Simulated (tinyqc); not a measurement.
Joule-heated wire on a substrate, fin equation: one step of the calculation.

A wire of length L loses heat along itself to two contacts and sideways to the substrate: kap A theta'' - g theta + p = 0 with theta = T - T0 and p(x) = p0 exp(-((x/L - x0)/sg)^2/2). The ends are held at T0. Constant conductivity, diffusive heat flow.

Problem. Healing length. LH = sqrt(kap A/g); far from the contacts uniform heating p0 would give theta = p0/g.

Values chosen for this exercise:
- kap = 30 W/(m K) (conductivity along the wire)
- A = 150 nm^2 (cross-section)
- g = 0.89 W/(m K) (conductance per length to the substrate)
- L = 290 nm (length between the contacts)
- p0 = 0.18 uW/nm (peak heating per length)

Wanted: LH; L/LH; p0/g.

Solution.

LH = 71.11 nm
L/LH = 4.078
p0/g = 202.2 K

Program tinyqc, `OMP_NUM_THREADS=1 python tinyqc.py 2520068 2520069 out.jsonl`; Intel Xeon 2.30GHz, shared host, one thread, about 0.01 s.
